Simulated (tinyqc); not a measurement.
Changing the band width W: Stoner model of a band magnet at zero temperature. Computed by tinyqc, a small Python program. Command: `OMP_NUM_THREADS=1 python tinyqc.py 3027803 3027804 out.jsonl stoner sweep`. One thread of a shared host (Intel(R) Xeon(R) Processor @ 2.30GHz), about 0.05 s of CPU time with the checks.

Five orbitals per spin share one band; u = (E - E_bottom)/W runs from 0 to 1, and the states per spin, atom and energy are g = 5 d(u)/W with d = (8/pi) sqrt(u (1 - u)). N(u) is the integral of d from 0. The moment m = n_up - n_down (electrons per atom) moves the fillings to n +/- m/10; the energy is E(m) = E_band(m) - I m^2/4.

Inputs (values chosen for the exercise, for a model d band):

| quantity | value | unit |
|---|---|---|
| filling n per spin orbital | 0.66 | - |
| Stoner parameter I | 0.388 | eV |
| start moment m0 | 0.42 | mu_B |
| largest number of steps | 600 | - |

Density of states: semi-elliptic.

Method. Solve N(u_F) = n; g_F = 5 d(u_F)/W; the Stoner product is I g_F. Split the bands by Delta = I m, find the common Fermi level that keeps 10 n electrons, and read m(out) = 5 [N(u + Delta/(2W)) - N(u - Delta/(2W))], N clipped to 0 and 1. Start from m0 (at most 0.9 m_max, m_max = 10 min(n, 1 - n)); stop when m changes by less than 1e-8; moments under 1e-5 count as 0.

One run for each value:

| band width W (eV) | moment m (mu_B) | Stoner product I g_F | g_F (1/eV) |
|---|---|---|---|
| 2.47 | 0 | 0.96721 | 2.4928 |
| 2.87 | 0 | 0.83241 | 2.1454 |
| 3.28 | 0 | 0.72836 | 1.8772 |
| 3.68 | 0 | 0.64919 | 1.6732 |
| 4.08 | 0 | 0.58554 | 1.5091 |
| 4.49 | 0 | 0.53208 | 1.3713 |
| 4.89 | 0 | 0.48855 | 1.2592 |
| 5.30 | 0 | 0.45076 | 1.1617 |
| 5.70 | 0 | 0.41913 | 1.0802 |

What does the table show, and why?

Over the rows, moment m (mu_B) does not change; Stoner product I g_F falls from 0.967 to 0.419 (exponent d ln y / d ln x about -1.0 throughout); g_F (1/eV) falls from 2.49 to 1.08 (exponent d ln y / d ln x about -1.0 throughout). Compression widens the band and lowers g_F as 1/W.

Extremes, crossings and ranges named in words are read from the listed rows.
